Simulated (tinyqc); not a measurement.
Small-signal admittance of a forward-biased p+-n diode: one step of the calculation.

Holes injected into a neutral base of width wb with an ohmic contact at its end; low injection, p0 far above the equilibrium density. A small voltage v exp(i w t), w = 2 pi f, modulates the edge density by p0 v/Vt, and the small-signal density obeys Dp d2p/dx2 = (1/tau + i w) p.

Problem. The same by finite differences. 9 equal intervals, h = wb/9; u = small-signal density over its edge value, u_0 = 1, u_9 = 0; u_(i-1) + b u_i + u_(i+1) = 0 with b = -2 - h^2 (1/tau + i w)/Dp; Y = (q Dp p0/(Vt h)) (-b/2 - u_1), which includes the half box at the edge.

Inputs (values chosen for the exercise); permittivity close to that of silicon:
- T = 300 K (temperature)
- Dp = 6.4 cm^2/s (hole diffusion coefficient)
- tau = 5e-8 s (hole lifetime)
- wb = 5.3 um (width of the neutral base)
- p0 = 3.4e13 cm^-3 (excess hole density at the junction edge)
- f = 1.3e7 Hz (signal frequency)

Constants: q = 1.602176634e-19 C, kB = 1.380649e-23 J/K, Vt = kB T/q. Results are converted to the units shown.

Give: b; u; Y on the mesh.

Solution.

b = -2.0108-0.0443i

| node | u |
|---|---|
| 1 | 0.84111-0.09096i |
| 2 | 0.69535-0.14568i |
| 3 | 0.56358-0.17121i |
| 4 | 0.44550-0.17364i |
| 5 | 0.33992-0.15824i |
| 6 | 0.24504-0.12951i |
| 7 | 0.15854-0.09133i |
| 8 | 0.07781-0.04713i |

Y on the mesh = 3.7628+2.5898i S/cm^2

Numbers from tinyqc (`OMP_NUM_THREADS=1 python tinyqc.py 2890106 2890107 out.jsonl`; about 0.01 s on one thread of a shared Intel Xeon 2.30GHz).
